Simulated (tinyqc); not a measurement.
Mobility against temperature: two scattering mechanisms together, and the Matthiessen rule.

Non-degenerate electrons. 1/tau(x) = x^(1/2)/tA + 1/(tI x^(3/2)), x = E/kT, with tA = ta (T/300)^(-3/2) and tI = ti (T/300)^(3/2) (the screening logarithm is held fixed). <tau> = integral x^(3/2) tau exp(-x) dx/Gamma(5/2); mu = <tau>/(mc m0/e), m0/e = 5.685630e-12 kg/C. Matthiessen: 1/mu = 1/muA + 1/muI with <tau>A = tA Gamma(2)/Gamma(5/2), <tau>I = tI Gamma(4)/Gamma(5/2).

Inputs chosen for the exercise (out of a larger set: masses near those of Si; tau0 is set for a mobility of the usual size at this n, kL is a free input; freeze-out and phonon drag, which matter near 77 K, are left out; not measured data):
```
symbol  value   unit  meaning
ta      120     fs    acoustic tau at E = kT and 300 K
ti      170     fs    impurity tau at E = kT and 300 K
mc      0.2569  m0    conductivity mass
```

rH = <tau^2>/<tau>^2. ta and ti are inputs of their own, not tied to tau0.

Mobilities (cm^2/(V s)):
```
T (K)  acoustic  impurity  Matthiessen  exact     rH  Matthiessen/exact
40     1.27e+04       256          251    241  1.780              1.042
60     6.91e+03       470          440    394  1.591              1.118
80     4.49e+03       723          623    513  1.424              1.214
120    2.44e+03  1.33e+03          861    626  1.212              1.374
160    1.59e+03  2.05e+03          894    628  1.110              1.424
220         984  3.30e+03          758    553  1.048              1.371
300         618  5.25e+03          553    438  1.029              1.264
400         401  8.09e+03          382    327  1.037              1.170
550         249  1.30e+04          244    223  1.062              1.096
```

The exact mobility peaks at 160 K of those listed. The two mechanisms are equal between 120 and 160 K. The rule overestimates everywhere, most at 160 K (by 42 %), since impurities stop the slow electrons and phonons the fast ones. rH runs between 1.029 and 1.780; the pure limits are 1.178 and 1.933, and the mixture dips below both, since the opposite energy slopes of the two rates leave tau nearly constant. Optical and intervalley phonons, left out, lower real mobilities above about 150 K.

tinyqc: `OMP_NUM_THREADS=1 python tinyqc.py 1650702 1650703 out.jsonl`; about 0.01 s, one thread, shared Intel(R) Xeon(R) Processor @ 2.30GHz.
